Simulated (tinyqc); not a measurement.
Hoppings from the band edges.

Inverse problem. A dimerised chain has bands +/- sqrt(dl^2 + t1^2 + t2^2 + 2 t1 t2 cos k). Its semi-infinite form starts with the bond t1 and has a state bound to its end; such a state exists only for t1 < t2. Find t1 and t2.

Inputs (values chosen for the exercise):
```
symbol,value,unit,meaning
dl,0,eV,"site energy, +dl on A and -dl on B"
```

bottom and top of the upper band (eV): 0.18  1.82

Answer. The top gives t1 + t2 = sqrt(E^2 - dl^2) and the bottom |t1 - t2|; the end state decides which is larger.

t1 = 0.820 eV
t2 = 1.00 eV

Numbers from tinyqc (`OMP_NUM_THREADS=1 python tinyqc.py 2680130 2680131 out.jsonl`; about 0.01 s on one thread of a shared Intel Xeon 2.30GHz).
